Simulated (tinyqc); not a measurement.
The 3-omega method: a line heater on a substrate with a thin film: one step, computed by the program tinyqc. Command: `OMP_NUM_THREADS=1 python tinyqc.py 3002371 3002372 out.jsonl threeomega walk`. One thread of a shared host (Intel(R) Xeon(R) Processor @ 2.30GHz), about 0.01 s of CPU time with the checks.

A current at angular frequency omega = 2 pi f heats the line at 2 omega with the amplitude P per length; the temperature swing Delta T at 2 omega gives a voltage at 3 omega. The substrate is taken as semi-infinite and isotropic, and the heat capacity of heater and film is left out.

Problem. Conductivity from the slope. Delta T_s = (P/(pi kappa)) int_0^infinity (sin x/x)^2 / sqrt(x^2 + (q b)^2) dx with (q b)^2 = i |q b|^2, averaged over the heater width (12 Gauss-Legendre points on each of the pieces 0, 14 log-spaced edges from 1e-5 to 1, and multiples of pi to 40 pi; the tail adds 1/(4 (40 pi)^2)). Take the in-phase swing at f and at 2f; in the narrow-line limit kappa = P ln 2/(2 pi [Delta T(f) - Delta T(2f)]), whatever the film and the heater width.

Inputs (values chosen for the exercise, modelled on silicon nitride on gallium nitride):
```
quantity                      value           unit
substrate conductivity kappa    185        W/(m K)
substrate heat capacity C      3.01  1e6 J/(m^3 K)
heater half-width b             3.6     micrometre
power amplitude per length P     15            W/m
current frequency f            1200             Hz
```

in-phase Delta T_s = 0.09803975 K

Give: in-phase Delta T_s at 2f; kappa from the slope; error of the slope method.

Solution.

in-phase Delta T_s at 2f = 0.0891 K

kappa from the slope = 185 W/(m K)

error of the slope method = 0.120 %

Caution: the penetration depth exceeds a fifth of the substrate thickness, so the back face is felt and the semi-infinite formula fails.
